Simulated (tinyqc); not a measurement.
# Changing the trap density N_t

Model: admittance spectroscopy and thermally stimulated current of one trap level in a depletion layer. Computed by tinyqc, a small Python program. Command: `OMP_NUM_THREADS=1 python tinyqc.py 3113449 3113450 out.jsonl admit sweep`. One thread of a shared host (Intel(R) Xeon(R) Processor @ 2.30GHz), about 0.01 s of CPU time with the checks.

A Schottky junction on n-type material holds one donor-like electron trap; shallow donors are fully ionised and abrupt depletion edges are assumed.

Inputs (values chosen for the exercise, modelled on n-type GaAs):

| quantity | value | unit |
|---|---|---|
| dielectric constant eps | 12.7 | - |
| density-of-states mass m | 0.0663 | m_0 |
| shallow doping N | 1.2e+16 | 1/cm^3 |
| trap depth E_t below the band | 0.251 | eV |
| capture cross section sigma | 6.7e-17 | cm^2 |
| band bending V_b | 1.1 | V |
| test frequency f | 700000 | Hz |

Constants: k_B = 1.380649e-23 J/K; m_0 = 9.1093837015e-31 kg; h = 6.62607015e-34 J s; k_B = 8.617333262e-05 eV/K; eps_0 = 8.8541878128e-12 F/m; e = 1.602176634e-19 C.

Method:
- N_c = 2 (2 pi m k_B T/h^2)^(3/2), v_th = sqrt(3 k_B T/m), emission rate e_n = sigma v_th N_c exp(-E_t/(k_B T)).
- Where the level crosses the Fermi level capture equals emission, so the trap follows the signal with the rate 2 e_n; G/omega peaks at omega = 2 e_n (the correction for large N_t/N is left out).
- Solve 2 e_n(T_p) = 2 pi f.
- With E_c - E_F = k_B T_p ln(N_c/N): lambda = sqrt(2 eps eps_0 (E_t - (E_c - E_F))/(e^2 N)); traps are empty and charged for x < x_t = w - lambda, and V_b = e (N w^2 + N_t x_t^2)/(2 eps eps_0). High frequency: C_hf = eps eps_0/w. Low frequency: C_lf = eps eps_0 (N + N_t)/(N w + N_t x_t).

One run for each value:

| trap density N_t (1/cm^3) | step (C_lf - C_hf)/C_hf | small-N_t estimate (N_t/N)(lambda/w) | depletion width w (nm) |
|---|---|---|---|
| 1.20e+14 | 0.00309 | 0.00311 | 357.86 |
| 2.60e+14 | 0.00666 | 0.00676 | 356.88 |
| 5.50e+14 | 0.01395 | 0.01438 | 354.90 |
| 1.20e+15 | 0.02973 | 0.03176 | 350.64 |
| 2.50e+15 | 0.05934 | 0.06769 | 342.80 |
| 5.30e+15 | 0.11594 | 0.14978 | 328.43 |
| 1.10e+16 | 0.21049 | 0.33329 | 306.32 |
| 2.40e+16 | 0.37063 | 0.81123 | 274.59 |

Over the rows, step (C_lf - C_hf)/C_hf rises from 0.00309 to 0.371 (exponent d ln y / d ln x 0.99 between the first rows and 0.73 between the last); small-N_t estimate (N_t/N)(lambda/w) rises from 0.00311 to 0.811 (exponent d ln y / d ln x 1.0 between the first rows and 1.1 between the last); depletion width w (nm) falls from 358 to 275 (exponent d ln y / d ln x -0.0035 between the first rows and -0.14 between the last). At the low end the exponent of step (C_lf - C_hf)/C_hf is 0.99, close to 1: a dilute trap.

Caution (rows 5.30e15, 1.10e16, 2.40e16): N_t/N is not small, so the peak moves away from omega = 2 e_n.

Extremes, crossings and ranges named in words are read from the listed rows.
